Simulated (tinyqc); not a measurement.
Van der Pauw, Hall and four-point-probe measurements on a doped layer: one step of the calculation.

A uniform n-type layer with sheet resistance Rs = 1/(q ns mu), point contacts, low field (mu B small).

Task. New z. The van der Pauw equation exp(-pi RA z) + exp(-pi RB z) = 1 is solved for z = 1/Rs: e1 = exp(-pi RA z), e2 = exp(-pi RB z), f = e1 + e2 - 1, f' = -pi (RA e1 + RB e2), z(new) = z - f/f'.

z after iteration 1 = 4.5745845 mS
RA = 1.7779648 ohm
RB = 158.04252 ohm

Give: e1; e2; f; f'; z after iteration 2.

Result.

e1 = 0.97477
e2 = 0.10318
f = 0.077949
f' = -0.056673 kohm
z after iteration 2 = 5.9500 mS

Numbers from tinyqc (`OMP_NUM_THREADS=1 python tinyqc.py 2850155 2850156 out.jsonl`; about 0.03 s on one thread of a shared Intel Xeon 2.30GHz).
